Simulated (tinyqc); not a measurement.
# Resistance of a source-drain extension with a graded tip: effects of single changes

y runs along the channel, the gate covers y > 0. The doping is N0 for y < y0 and N0 10^(-(y - y0)/la) beyond, uniform over the depth xj. Sheet conductance s(y) = q mu(N) max(N - Nch, 0) xj + (for y > 0) ma Cox Vo, with mu(N) = u0 + (u1 - u0)/(1 + (N/Nr)^au) and Cox = eps0 eox/tox. Current is taken as one-dimensional; depletion of the tip, spreading and the contact are left out. The metallurgical junction lies at yj, where N = Nch.

Inputs (values chosen for the exercise); mobility law close to that of holes in silicon:
- eox = 3.9 (relative permittivity of the gate insulator (close to silicon dioxide))
- tox = 1.1 nm (insulator thickness)
- N0 = 1.4e20 cm^-3 (active doping of the extension far from the gate)
- la = 2 nm/decade (lateral abruptness)
- xj = 24 nm (depth of the extension)
- Nch = 3.3e18 cm^-3 (channel doping)
- Ls = 22 nm (spacer length)
- Vo = 0.48 V (gate overdrive)
- ma = 44 cm^2/(V s) (mobility of the gate-induced layer)
- u1 = 470.5 cm^2/(V s) (mobility at low doping)
- u0 = 44.9 cm^2/(V s) (mobility at high doping)
- Nr = 2.23e17 cm^-3 (reference doping)
- au = 0.719 (exponent)
- Lg = 40 nm (gate length)

Constants: q = 1.602176634e-19 C, eps0 = 8.8541878128e-14 F/cm where lengths are in cm. Results are converted to the units shown.

Each table varies one quantity; the others keep the values above.

## Abruptness at a fixed junction position

R_spacer = integral of dy/s from -Ls to 0, R_ov from 0 to yj, R_channel = (Lg - 2 yj)/(ma Cox Vo), R_total = 2 R_spacer + 2 R_ov + R_channel. Electrical length L_eff = ma Cox dR_total/d(1/Vo); R_series = R_total - L_eff/(ma Cox Vo). y0 is moved with la so that yj stays at 4.1552 nm.

The same in every row: yj (nm) = 4.155; R_channel (ohm um) = 478.0.

Results:

| la (nm/decade) | R_spacer (ohm um) | R_ov (ohm um) | R_total (ohm um) | L_eff (nm) | R_series (ohm um) |
|---|---|---|---|---|---|
| 1 | 8.541 | 6.460 | 508.0 | 32.02 | 25.06 |
| 2.3 | 8.541 | 12.81 | 520.7 | 32.44 | 31.45 |
| 3.6 | 9.048 | 18.70 | 533.5 | 32.85 | 37.98 |
| 4.9 | 11.02 | 23.31 | 546.6 | 33.24 | 45.25 |
| 7.4 | 18.13 | 29.72 | 573.7 | 33.91 | 62.26 |
| 8.7 | 23.13 | 32.23 | 588.7 | 34.21 | 72.76 |
| 10 | 28.85 | 34.35 | 604.4 | 34.48 | 84.31 |

Estimate the missing row, la = 6.1 nm/decade.

Computed row:

| la (nm/decade) | R_spacer (ohm um) | R_ov (ohm um) | R_total (ohm um) | L_eff (nm) | R_series (ohm um) |
|---|---|---|---|---|---|
| 6.1 | 13.96 | 26.70 | 559.3 | 33.58 | 52.89 |

With this row back in the table: As la goes from 1 to 10 nm/decade, R_total rises from 508 to 604 ohm um, R_spacer rises from 8.54 to 28.9 ohm um and R_ov rises from 6.46 to 34.4 ohm um. R_total changes on average by 10.7 ohm um for each nm/decade. L_eff exceeds the metallurgical length by 0.328 nm in the first row and 2.79 nm in the last, since the gate also controls the lightly doped tips.

## Effect of the position under the gate where the fall begins

Same model as above.

Results:

| y0 (nm) | yj (nm) | R_spacer (ohm um) | R_ov (ohm um) | R_channel (ohm um) | R_total (ohm um) | L_eff (nm) | R_series (ohm um) |
|---|---|---|---|---|---|---|---|
| -2 | 1.255 | 10.65 | 8.453 | 565.5 | 603.7 | 38.10 | 28.99 |
| 0 | 3.255 | 8.541 | 11.01 | 505.1 | 544.2 | 34.14 | 29.31 |
| 2 | 5.255 | 8.541 | 11.76 | 444.8 | 485.4 | 30.14 | 30.78 |
| 6 | 9.255 | 8.541 | 13.28 | 324.1 | 367.8 | 22.15 | 33.74 |
| 8 | 11.26 | 8.541 | 14.03 | 263.8 | 308.9 | 18.15 | 35.21 |

Estimate the missing row, y0 = 4 nm.

Computed row:

| y0 (nm) | yj (nm) | R_spacer (ohm um) | R_ov (ohm um) | R_channel (ohm um) | R_total (ohm um) | L_eff (nm) | R_series (ohm um) |
|---|---|---|---|---|---|---|---|
| 4 | 7.255 | 8.541 | 12.52 | 384.5 | 426.6 | 26.14 | 32.26 |

With this row back in the table: As y0 goes from -2 to 8, R_total falls from 604 to 309 ohm um, L_eff falls from 38.1 to 18.1 nm and R_series rises from 29.0 to 35.2 ohm um. More overlap also shortens the channel and adds capacitance, effects on threshold and speed that are left out.

Numbers from tinyqc (`OMP_NUM_THREADS=1 python tinyqc.py 2282234 2282235 out.jsonl`; about 0.04 s on one thread of a shared Intel Xeon 2.30GHz).
